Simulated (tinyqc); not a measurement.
Worked calculation: Pariser-Parr-Pople SCF with singles CI, for the molecule Nc1cccnc[cH+]1 (SMILES; centres numbered as the heavy atoms are written). One step of it, computed by the program tinyqc.

Problem. Singles CI, singlets. Over the 6 single excitations with the smallest orbital gaps: A = (e_a - e_i) delta + 2 (ia|jb) - (ij|ab), with (pq|rs) = sum c_mp c_mq gamma_mn c_nr c_ns. f = 2/3 w |mu|^2 in atomic units, mu = sqrt2 sum c_ia sum_m c_mi c_ma R_m.

orbital energies (eV): -21.263194  -19.423967  -17.819088  -15.941729  -7.853578  -7.187348  -3.314331  -3.193905

coefficients:
```
         MO1        MO2        MO3        MO4        MO5        MO6        MO7        MO8
1N  0.359168  -0.418231  -0.116972   0.687782  -0.206834   0.337478  -0.196415  -0.118762
2C  0.559141  -0.377647  -0.065564  -0.059620   0.242673  -0.471993   0.434503   0.257744
3C  0.377995  -0.075650   0.486021  -0.288205   0.469919   0.253510  -0.496803  -0.014581
4C  0.282357   0.188232   0.571470  -0.078850  -0.439185   0.248654   0.508243  -0.197548
5C  0.231588   0.435824   0.210892   0.258352  -0.338260  -0.457615  -0.399007   0.402698
6N  0.282102   0.609915  -0.217936   0.305152   0.443265  -0.039858   0.143239  -0.434992
7C  0.263741   0.280362  -0.408662  -0.192756  -0.039522   0.553093   0.097980   0.574982
8C  0.364664  -0.027733  -0.400310  -0.486933  -0.414918  -0.142562  -0.279607  -0.445240
```

repulsion gamma_rs (eV), lower triangle:
```
           1N         2C         3C         4C         5C         6N         7C         8C
1N  18.300000
2C   8.393062  10.740000
3C   5.602646   7.428626  10.740000
4C   3.738598   5.039443   7.427851  10.740000
5C   3.110751   4.210837   5.041190   7.429436  10.740000
6N   3.121909   4.277653   4.278463   5.156394   7.814890  13.300000
7C   3.738598   5.039443   4.211145   4.210688   5.040583   7.816081  10.740000
8C   5.602646   7.428626   5.041473   4.211145   4.211609   5.157043   7.427851  10.740000
```

Centres (angstrom, eV; a flat drawing with bonds scaled to 1.40 angstrom):
```
centre          x          y  core charge z          W   gamma_rr
1N       2.637000   0.000000              2  27.270000  18.300000
2C       1.237000   0.000000              1  11.450000  10.740000
3C       0.629000   1.261000              1  11.450000  10.740000
4C      -0.736000   1.573000              1  11.450000  10.740000
5C      -1.830000   0.700000              1  11.450000  10.740000
6N      -1.830000  -0.700000              1  14.660000  13.300000
7C      -0.736000  -1.573000              1  11.450000  10.740000
8C       0.629000  -1.261000              1  11.450000  10.740000
```

Give: singlet CI matrix; singlet excitation energies; oscillator strengths.

Solution.

singlet CI matrix (eV), lower triangle:
```
         4>5      4>6      3>5      3>6      2>5     2>6
4>5   3.9653
4>6  -0.4343   4.7835
3>5  -0.0640   0.9268   5.3903
3>6  -0.6600   0.0092   0.0191   5.8668
2>5   0.0741  -0.1348  -0.0353  -0.6943   6.7698
2>6   0.1963  -0.2275   0.6833   0.0384  -0.0788  7.2477
```

singlet excitation energies (eV): 3.5504  4.1369  5.6415  6.0002  7.1910  7.5032

oscillator strengths: 0.0620  0.1067  0.1763  1.5867  0.9667  0.2968
